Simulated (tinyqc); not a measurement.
Worked calculation: carrier lifetime from Shockley-Read-Hall, radiative, Auger and surface recombination. Computed by tinyqc, a small Python program that keeps every step. Command: `OMP_NUM_THREADS=1 python tinyqc.py 3005031 3005032 out.jsonl lifetime walk`. One thread of a shared host (Intel(R) Xeon(R) Processor @ 2.30GHz), about 0.02 s of CPU time with the checks. Intermediate numbers are printed to about 6 digits and carried at full precision; extremes and crossings named in words are read from the listed rows.

Energies are counted from the top of the valence band. Boltzmann statistics, full ionisation, and equal excess densities of electrons and holes.

Inputs (values chosen for the exercise, with bands modelled on CdTe):
```
quantity,value,unit
gap E_g,1.57,eV
electron mass m_e,0.0959,m_0
valleys M_c,1,-
hole mass m_h,0.625,m_0
temperature T,300,K
doping N,9.5e+14,cm^-3
trap level E_t,0.511,eV
trap density N_t,4.5e+13,cm^-3
electron cross-section sigma_n,1.7e-15,cm^2
hole cross-section sigma_p,7.4e-15,cm^2
radiative coefficient B,9.8e-11,cm^3/s
Auger coefficient C_n,7.9e-32,cm^6/s
Auger coefficient C_p,3.3e-31,cm^6/s
excess density dn,1.6e+17,cm^-3
generation rate G,3.5e+23,cm^-3 s^-1
diffusion coefficient D,4.9,cm^2/s
surface velocity S,230,cm/s
thickness W,5.8,micrometre
```

Doping: n-type. Surface term: two equal surfaces.

Constants: m_0 = 9.1093837015e-31 kg; k_B = 1.380649e-23 J/K; h = 6.62607015e-34 J s; k_B = 8.617333262e-05 eV/K.

## Equilibrium densities

N_c = 2 M_c (2 pi m_e k_B T/h^2)^(3/2) and N_v = 2 (2 pi m_h k_B T/h^2)^(3/2), masses in units of m_0. n_i = sqrt(N_c N_v) exp(-E_g/2 k_B T); majority density N/2 + sqrt(N^2/4 + n_i^2), minority density n_i^2 over it.

N_c = 7.45246e+17 cm^-3

N_v = 1.23992e+19 cm^-3

n_i = 197436 cm^-3

n_0 = 9.50e+14 cm^-3

p_0 = 4.10326e-05 cm^-3

## Capture times and SRH densities

v = sqrt(3 k_B T/m) with m_e or m_h; tau_n0 = 1/(sigma_n v_n N_t), tau_p0 = 1/(sigma_p v_p N_t); n1 = N_c exp(-(E_g - E_t)/k_B T), p1 = N_v exp(-E_t/k_B T).

v_n = 3.77146e+07 cm/s

v_p = 1.47733e+07 cm/s

tau_n0 = 3.46601e-07 s

tau_p0 = 2.03272e-07 s

n1 = 1.20749 cm^-3

p1 = 3.22827e+10 cm^-3

n1 and p1 are both far below the doping: the level acts as a deep recombination centre.

## Surface lifetime

The slowest diffusion mode has x tan x = S W/(2 D) with 0 < x < pi/2 (bisection), and tau_s = W^2/(4 x^2 D). The common approximation is W/(2 S) + W^2/(pi^2 D).

x = 0.116407

tau_s = 1.26660e-06 s

approximate tau_s = 1.26783e-06 s

The approximation is off by 0.097 %. Recombination at the surfaces limits: tau_s is close to W/2S.

## Lifetimes at the given injection

With n = n_0 + dn, p = p_0 + dn and U/dn = 1/tau: (n p - n_i^2)/dn = n_0 + p_0 + dn = s; 1/tau_SRH = s/[tau_p0 (n + n1) + tau_n0 (p + p1)]; 1/tau_rad = B s; 1/tau_Aug = (C_n n + C_p p) s; the rates add, with 1/tau_s. Radiative efficiency = tau_eff/tau_rad; effective diffusion length = sqrt(D tau_eff).

tau_SRH at dn = 5.47827e-07 s

tau_rad at dn = 6.33991e-08 s

tau_Aug at dn = 9.48348e-05 s

effective lifetime at dn = 5.43521e-08 s

radiative efficiency at dn = 0.857301

effective diffusion length at dn = 5.16067 micrometre

Radiative recombination carries 86 % of the rate; dn/N = 170 is high injection. Caution: the excess density is near an effective density of states, where Boltzmann statistics fail. Caution: beyond low injection D should be the ambipolar coefficient.

## Steady state under generation

dn solves dn/tau_eff(dn) = G (60 bisections in ln dn between 1e-2 and 1e22 cm^-3); the splitting of the quasi-Fermi levels is k_B T ln(n p/n_i^2).

steady excess density = 4.74545e+16 cm^-3

lifetime in the steady state = 1.35584e-07 s

quasi-Fermi splitting under G = 1.35544 eV

The splitting, an upper bound for e V_oc, is 86 % of the gap.

## Lifetime against injection

Rows stop below half the smaller effective density of states.

Lifetimes (s):
```
dn (cm^-3),SRH,radiative,Auger,effective,radiative efficiency,fastest channel
1.00e+10,2.03287e-07,1.07410e-05,1.40248e+01,1.72361e-07,0.016047,SRH
1.00e+11,2.03320e-07,1.07400e-05,1.40166e+01,1.72385e-07,0.016051,SRH
1.00e+12,2.03648e-07,1.07298e-05,1.39350e+01,1.72618e-07,0.016088,SRH
1.00e+13,2.06894e-07,1.06293e-05,1.31623e+01,1.74917e-07,0.016456,SRH
1.00e+14,2.36292e-07,9.71817e-06,8.21372e+00,1.95142e-07,0.020080,SRH
1.00e+15,3.81022e-07,5.23286e-06,1.05944e+00,2.77382e-07,0.053008,SRH
1.00e+16,5.19803e-07,9.31880e-07,2.19263e-02,2.64098e-07,0.283404,SRH
1.00e+17,5.46611e-07,1.01081e-07,2.41754e-04,7.98964e-08,0.790423,radiative
```

tau_SRH goes from 2.03e-7 s at low injection (the minority capture time, 2.03e-7 s) to 5.47e-7 s in the last row; at high injection it tends to tau_n0 + tau_p0 = 5.50e-7 s. Ruling channel by row: SRH from 1e10, radiative from 1e17 cm^-3.

## Where in the gap a trap does harm

Low injection: tau = [tau_p0 (n_0 + n1) + tau_n0 (p_0 + p1)]/(n_0 + p_0). Depleted region (n = p = 0): generation lifetime tau_g = (tau_p0 n1 + tau_n0 p1)/n_i. n1 = N_c exp(-(E_g - E_t)/k_B T), p1 = N_v exp(-E_t/k_B T).

The same trap at other energies:
```
E_t (eV),SRH lifetime (s),generation lifetime (s)
0.094,1.19428e-04,5.73673e+05
0.236,6.94036e-07,2.36140e+03
0.392,2.04447e-07,5.65568e+00
0.550,2.03275e-07,1.25372e-02
0.706,2.03272e-07,3.00297e-05
0.785,2.03272e-07,1.46359e-06
0.864,2.03272e-07,1.12502e-06
1.021,2.03272e-07,4.59364e-04
1.178,2.03313e-07,1.99361e-01
1.334,2.20571e-07,8.32387e+01
1.476,4.40592e-06,2.02218e+04
```

The SRH lifetime (other channels left aside) stays within 10 % of its least value, among these rows, from E_t = 0.392 to 1.334 eV. The generation lifetime has a sharp minimum, among these rows at 0.864 eV and exactly at 0.828 eV, where tau_p0 n1 = tau_n0 p1, since generation needs two thermal jumps and the larger one rules.

Checks made by the program: n1 p1 = n_i^2 (relative difference below 1e-10); x tan x at the root (relative difference below 1e-10).
